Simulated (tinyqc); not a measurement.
Filling against narrowing: heavy doping: band filling, gap narrowing, band tails and the effective intrinsic density. Computed by tinyqc, a small Python program. Command: `OMP_NUM_THREADS=1 python tinyqc.py 3018738 3018739 out.jsonl gapnarrow walk`. One thread of a shared host (Intel(R) Xeon(R) Processor @ 2.30GHz), about 0.02 s of CPU time with the checks.

An n-type crystal above its Mott density, with all dopants ionised: n = N_D - N_A, ionised centres N_I = N_D + N_A. Valleys are taken as spherical with mass m_e.

Inputs (values chosen for the exercise, modelled on CdS):
```
quantity                    value   unit
electron mass m_e           0.197    m_0
valleys M_c                     1      -
hole mass m_h               0.825    m_0
dielectric constant eps       8.5      -
donor density N_D           2e+19  cm^-3
compensation ratio N_A/N_D    0.5      -
temperature T                 400      K
```

Conduction band: parabolic.

Constants: a_0 = 0.529177210903 angstrom; Ry = 13.605693123 eV; hbar^2/(2 m_0) = 3.80998212 eV angstrom^2; k_B = 8.617333262e-05 eV/K; e = 1.602176634e-19 C; eps_0 = 8.8541878128e-12 F/m; e^2/(4 pi eps_0) = 14.39964548 eV angstrom.

Method:
- n = N_D (1 - ratio); Ry* = Ry m_e/eps^2, a* = a_0 eps/m_e; r_s = (3/(4 pi n))^(1/3)/a*; k_F = (3 pi^2 n/M_c)^(1/3); Mott density (0.26/a*)^3.
- n = M_c (1/(2 pi^2)) (m_e/(hbar^2/2m_0))^(3/2) int sqrt(E) f dE, f = 1/(1 + exp((E - E_F)/k_B T)); trapezoid rule in t = sqrt(E/k_B T), step 0.02 up to 12; E_F by bisection from the band edge.
- Screening: q^2 = (e/(eps eps_0)) dn/dE_F. Exchange lowers the conduction band by (1/pi) k_F e^2/(4 pi eps_0 eps) (T = 0 Hartree-Fock at k_F, taken as a rigid shift). Screening raises the valence band by (q/2) e^2/(4 pi eps_0 eps) (static Coulomb hole). The narrowing is the sum; electron correlation and carrier-ion shifts are left out. Root-mean-square potential of randomly placed ions: V_rms = (e^2/(4 pi eps_0 eps)) sqrt(2 pi N_I/q).
- Absorption edge of a direct gap, from the valence band at k_F (T = 0 value) to the Fermi level: E_g - narrowing + E_F + (hbar^2/2m_0) k_F^2/m_h, k_F = (3 pi^2 n)^(1/3); the shift is the edge less E_g. n p/n_i^2 = exp(narrowing/k_B T) x (n/N) exp(-E_F/k_B T), N being the limit of n exp(-E_F/k_B T) far below the edge (taken at E_F = -12 k_B T); apparent narrowing = k_B T ln(n p/n_i^2).
- The compensation ratio is held; the absorption edge is given only for E_F above 2 k_B T.

n = 1.00e+19 cm^-3

Mott density = 1.47659e+18 cm^-3

Against carrier density (energies in meV):
```
n (cm^-3)     E_F  narrowing  apparent narrowing   V_rms  shift of the absorption edge
2.00e+18   -10.91      48.13              40.971   58.14                             -
4.00e+18    20.02      61.99              47.795   71.84                             -
7.00e+18    49.68      74.71              50.143   86.58                             -
1.00e+19    72.11      83.37              48.665   98.29                          9.26
1.60e+19   107.98      95.38              41.009  117.24                         40.66
2.50e+19   151.52     107.51              24.979  139.66                         81.80
4.00e+19   211.77     121.35              -5.227  168.84                        142.12
```

Narrowing grows with exponent 0.26 between the last rows (exchange goes as n^(1/3), the Coulomb hole as n^(1/6) in a degenerate parabolic band) and E_F with 0.71 (2/3 for a parabolic band at T = 0). The apparent narrowing peaks at 50.1 meV near 7.0e18 cm^-3 and then falls, as E_F grows faster than the narrowing. In rows with E_F below 2 k_B T the T = 0 exchange term is overstated. Where V_rms is above half of E_F, band tails blur the edge by more than small net shifts. Filling outweighs narrowing at the absorption edge in every degenerate row (a net Burstein-Moss blue shift).

Extremes, crossings and ranges named in words are read from the listed rows.
